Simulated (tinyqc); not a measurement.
# From single traps to 1/f noise

13 half-filled traps with time constants tau_j = 3.4e-8 s times 10^(0.5 j), j = 0..12, each shift the threshold by a = 19.8 uV when filled and give the Lorentzian a^2 tau/(1 + (2 pi f tau)^2). For time constants spread evenly in ln tau the sum tends to a^2/(4 f ln(10^0.5)). slope = d ln S/d ln f.

From single traps to 1/f noise:
```
f (Hz)  S (uV^2/Hz)  1/f limit (uV^2/Hz)       slope  j of the largest term
0.01         19.494               8513.0  -6.4448e-6                     12
0.1          19.488               851.30  -6.4412e-4                     12
1            18.892               85.130   -0.060984                     12
30           2.6862               2.8377    -0.94156                     10
1000       0.084954             0.085130    -0.99500                      7
30000     0.0028297            0.0028377    -0.99942                      4
1e6       7.8951e-5            8.5130e-5     -1.0736                      1
1e7       3.7261e-6            8.5130e-6     -1.7581                      0
1e8       4.2649e-8            8.5130e-7     -1.9969                      0
```

Below the slowest trap (1/(2 pi tau) = 4.7 Hz) the spectrum is flat, slope 0.00 in the first row; above the fastest (4.7e6 Hz) the slope tends to -2 (-2.00 in the last row). In between, at 30, 1000 and 30000 Hz, the slopes are -0.94, -0.99 and -1.00, and S is 0.21 % below the 1/f limit at 1000 Hz.

Computed by the program tinyqc: `OMP_NUM_THREADS=1 python tinyqc.py 2150045 2150046 out.jsonl`, one thread of a shared Intel Xeon 2.30GHz, about 0.01 s for the whole run.
